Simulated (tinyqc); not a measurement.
# The energy-gap law

Model: non-radiative capture by multiphonon emission, one effective mode. Computed by tinyqc, a small Python program. Command: `OMP_NUM_THREADS=1 python tinyqc.py 3030511 3030512 out.jsonl capture sweep`. One thread of a shared host (Intel(R) Xeon(R) Processor @ 2.30GHz), about 0.05 s of CPU time with the checks.

The initial state (free carrier plus empty centre) lies dE above the final state; both have the same frequency and are displaced by dQ.

Inputs (values chosen for the exercise, for a model semiconductor):

| quantity | value | unit |
|---|---|---|
| phonon energy hbar omega | 15.2 | meV |
| Huang-Rhys factor S | 5.85 | - |
| electron-phonon coupling W | 0.007 | eV/(u^(1/2) angstrom) |
| cell volume V | 1270 | angstrom^3 |
| degeneracy g | 2 | - |
| broadening b | 11 | meV |
| carrier mass m | 0.0294 | m_0 |
| dielectric constant eps | 14.3 | - |
| temperature T | 77 | K |
| defect density N_t | 6e+13 | cm^-3 |

Centre: repulsive.

Constants: hbar^2/u = 4.18015928e-03 eV angstrom^2; k_B = 8.617333262e-05 eV/K; hbar = 6.582119569e-16 eV s; Ry = 13.605693123 eV; k_B = 1.380649e-23 J/K; m_0 = 9.1093837015e-31 kg.

Method:
- dQ = sqrt(2 S (hbar^2/u)/hbar omega); relaxation energy lambda = S hbar omega; phonons needed P = dE/hbar omega; classical barrier E_b = (dE - lambda)^2/(4 lambda); occupation n = 1/(exp(hbar omega/k_B T) - 1).
- Huang-Rhys weight for a net emission of p phonons: L_p = exp(-S (2n + 1)) ((n + 1)/n)^(p/2) I_p(2 S sqrt(n (n + 1))), I_p the modified Bessel function.
- M_p = sum_m w_m <m_i|Q|(m + p)_f>^2 with Q counted from the final minimum and Boltzmann weights w_m for m = 0..24; <m_i|Q|k_f> = sqrt((hbar^2/u)/(2 hbar omega)) [sqrt(k) <m|k-1> + sqrt(k+1) <m|k+1>], with overlaps of oscillators displaced by d = sqrt(2 S) summed on 1500 points from -16 to 16 + d.
- The delta function is a Gaussian of standard deviation b at dE - p hbar omega.
- C_0 = V (2 pi/hbar) g W^2 sum_p M_p Gaussian_p. The sum runs over the seven p from round(P) - 3 to round(P) + 3; 1 angstrom^3 = 1e-24 cm^3.
- Sommerfeld factor of a repulsive centre: s(k) = 2 pi nu/(exp(2 pi nu) - 1), nu = sqrt(Ry*/E), Ry* = Ry m/eps^2, averaged over (2/sqrt(pi)) sqrt(x) exp(-x) dx with x = E/k_B T = t^2 (trapezoid, t to 6 in steps of 0.01).
- C = s C_0; v = sqrt(3 k_B T/m); sigma = C/v; tau = 1/(C N_t).

One run for each value:

| energy released dE (eV) | capture coefficient C (cm^3/s) | classical barrier E_b (eV) | P |
|---|---|---|---|
| 0.0975 | 5.938e-09 | 2.070e-04 | 6.41 |
| 0.1240 | 5.207e-09 | 3.460e-03 | 8.16 |
| 0.1510 | 3.220e-09 | 1.084e-02 | 9.93 |
| 0.1780 | 1.475e-09 | 2.231e-02 | 11.71 |
| 0.2050 | 5.200e-10 | 3.788e-02 | 13.49 |
| 0.2320 | 1.455e-10 | 5.756e-02 | 15.26 |
| 0.2850 | 6.656e-12 | 1.081e-01 | 18.75 |
| 0.3120 | 1.065e-12 | 1.399e-01 | 20.53 |

Give the missing row, energy released dE (eV) = 0.2580.

Computed row:
```
energy released dE (eV)  capture coefficient C (cm^3/s)  classical barrier E_b (eV)      P
0.2580                                        3.506e-11                   8.038e-02  16.97
```

Interpolating between the two neighbouring rows (linearly) misses most in capture coefficient C (cm^3/s), by 120 %. Over the rows, capture coefficient C (cm^3/s) falls from 5.94e-9 to 1.07e-12 (exponent d ln y / d ln x -0.55 between the first rows and -20 between the last); classical barrier E_b (eV) rises from 2.07e-4 to 0.140 (exponent d ln y / d ln x 12 between the first rows and 2.9 between the last); P rises from 6.41 to 20.5 (exponent d ln y / d ln x about 1.00 throughout). ln C changes by -1.03 for each added phonon at the high end; the slope is still steepening, and becomes nearly constant only for P well above S.

Caution (rows 0.178, 0.285, 0.312): the largest term is not the one nearest energy conservation, so C_0 depends strongly on the broadening b.

Extremes, crossings and ranges named in words are read from the listed rows.
